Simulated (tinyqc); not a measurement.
Inside a calculation. Model: Monte Carlo simulation of one carrier in a uniform electric field. Computed by tinyqc, a small Python program that keeps every step. Command: `OMP_NUM_THREADS=1 python tinyqc.py 3006701 3006702 out.jsonl mcfl walk`. One thread of a shared host (Intel(R) Xeon(R) Processor @ 2.30GHz), about 1 s of CPU time with the checks. Intermediate numbers are printed to about 7 digits and carried at full precision; extremes and crossings named in words are read from the listed rows.

The force e F acts along +z. Flights end at the constant total rate Gamma; the part of Gamma that the real rates do not fill is self-scattering, which leaves k unchanged. One valley, no impurities; equivalent final valleys enter only through Z_f in the optical rate.

Inputs (values chosen for the exercise, for a model non-polar semiconductor):
```
quantity                                             value       unit
effective mass m                                     0.124        m_0
density rho                                           5950     kg/m^3
sound velocity v_l                                    8970        m/s
acoustic deformation potential D_A                     7.2         eV
phonon energy hbar w                                  22.7        meV
optical or intervalley deformation potential D_o       9.3  1e8 eV/cm
final valleys Z_f                                        2          -
lattice temperature T                                  200          K
electric field F                                         2      kV/cm
energy E_max up to which Gamma must cover the rates    0.6         eV
seed of the random numbers                           39229          -
```

Crystal: non-polar. Band: parabolic.

starting wave vector (1/nm): -0.18  0.011  -0.024

Constants: k_B = 1.380649e-23 J/K; e = 1.602176634e-19 C; hbar = 1.054571817e-34 J s; m_0 = 9.1093837015e-31 kg; hbar = 6.582119569e-16 eV s; k_B = 8.617333262e-05 eV/K.

## Total rate Gamma

Parabolic band: E = hbar^2 k^2/(2 m), speed v = hbar k/m, states per spin, volume and energy g(E) = m k/(2 pi^2 hbar^2). Masses are multiplied by m_0 and all formulas are in SI units. Phonon occupation N_q = 1/(exp(hbar w/(k_B T)) - 1). Acoustic deformation potential (elastic, equipartition, absorption and emission together): 1/tau = 2 pi k_B T D_A^2 g(E)/(hbar rho v_l^2). Optical or intervalley deformation potential: 1/tau = (pi Z_f D_o^2/(rho w)) [N_q g(E + hbar w) + (N_q + 1) g(E - hbar w)], with g = 0 below the band edge. Gamma is 1.05 times the largest total rate on the grid E = (j + 1/2) E_max/400, j = 0..399.

largest total rate = 8.694999 1e12/s

energy of the largest rate = 599.25 meV

Gamma = 9.129749 1e12/s

## Flight 1

Random numbers (0.02 to 0.98, from up to 60 sets tried for early real events), one row a flight:
```
       r1      r2      r3      r4
1  0.1887  0.0205  0.9146  0.0554
2  0.8856  0.3124  0.9085  0.8846
3  0.1104  0.8392  0.2275  0.0283
4  0.1722  0.0531  0.5389  0.9471
5  0.6533  0.9114  0.3054  0.1666
6  0.1572  0.4017  0.8934  0.9404
7  0.3469  0.7859  0.2916  0.6342
```

Flight: t = -ln(r1)/Gamma; k_z grows by e F t/hbar; E follows from the band; dz = (E_end - E_start)/(e F). Use row 1 of the random numbers.

flight time t = 182.6553 fs

k at the end of the flight (1/nm): -0.1800000  0.0110000  0.0315004

energy at the end = 10.29718 meV

displacement dz = 0.6395210 nm

## Scattering event 1

Choice: with cumulative rates in the order acoustic, absorption, emission, the process is the first whose sum exceeds r2 Gamma; if none, self-scattering. Final state: E' = E, E + hbar w or E - hbar w gives k'. Isotropic processes: cos(theta) = 1 - 2 r3 from the z axis, phi = 2 pi r4, k' (sin theta cos phi, sin theta sin phi, cos theta).

cumulative rates (1e12/s): acoustic 0.0430763, absorption 0.4625697, emission 0.4625697

r2 Gamma = 0.1871598 1e12/s

Process chosen: absorption

k after event 1, the start of the next flight (1/nm): 0.1721878  0.0624807  -0.2717359

## Flight 2

Use row 2 of the random numbers.

flight time t = 13.30704 fs

k at the end of the flight (1/nm): 0.1721878  0.0624807  -0.2676925

energy at the end = 32.32701 meV

displacement dz = -3.350817 nm

## Scattering event 2

The formulas are those given above.

cumulative rates (1e12/s): acoustic 0.076324, absorption 0.618044, emission 1.463805

r2 Gamma = 2.852133 1e12/s

Process chosen: self-scattering

k after event 2, the start of the next flight (1/nm): 0.1721878  0.0624807  -0.2676925

## All printed flights

Drift estimate: sum dz / sum t.

Flights:
```
flight    t (fs)  E at the end (meV)    dz (nm)          process  k_x (1/nm)  k_y (1/nm)  k_z (1/nm)
1       182.6553            10.29718    0.63952       absorption   0.1721878   0.0624807  -0.2717359
2        13.3070            32.32701   -3.35082  self-scattering   0.1721878   0.0624807  -0.2676925
3       241.3698            21.91507  -52.05970  self-scattering   0.1721878   0.0624807  -0.1943515
4       192.6777            15.97601  -29.69530       absorption   0.3343543  -0.1154147  -0.0276026
5        46.6299            38.49736   -0.89324  self-scattering   0.3343543  -0.1154147  -0.0134339
6       202.6602            39.15412    3.28377  self-scattering   0.3343543  -0.1154147   0.0481451
7       115.9636            40.57808    7.11982  self-scattering   0.3343543  -0.1154147   0.0833810
```

drift estimate from these flights = -75312.68 m/s

5 of the 7 flights end in self-scattering. So few flights say little about the drift velocity: the estimate is noise at this length.

## Low-field mobility from the linear Boltzmann equation

On the grid E_j = (j + 1/2) hbar w/12 up to 20 k_B T + 2 hbar w, solve (sum of rates) l(E) = v(E); mu_0 = e sum g v l exp(-E/k_B T)/(3 k_B T sum g exp(-E/k_B T)).

low-field mobility mu_0 = 12956.51 cm^2/(V s)

## Long runs: velocity against field

Each row: 250 carriers from a thermal start, 1600 flights each, the first half discarded, random numbers not printed; the error is the standard error over ten groups; the mean energy is taken at the ends of flights, which sample time evenly. Fields at which more than 0.02 % of the events exceed Gamma are left out.

Monte Carlo results:
```
F (kV/cm)  drift velocity (1e5 m/s)  error (1e5 m/s)  mu_0 F (1e5 m/s)  mean energy (meV)  real events (%)
0.5                           0.480            0.015          0.647826               30.3             13.4
1.0                           0.736            0.017          1.295651               39.0             16.7
2.0                           0.958            0.013          2.591303               68.2             25.1
```

At the lowest field the drift velocity is 0.74 +/- 0.02 of the ohmic value mu_0 F, at the highest 0.37 +/- 0.01. The mean energy goes from 30 to 68 meV against the parabolic-band thermal value 3 k_B T/2 = 26 meV: the carriers heat, more of them reach the emission threshold, where they lose momentum, and the curve bends below the ohmic line. Only 13 to 25 % of the events are real; the rest is the price of a constant Gamma.

Checks made by the program: energy gained in the printed flights against e F dz (relative difference 7e-10).
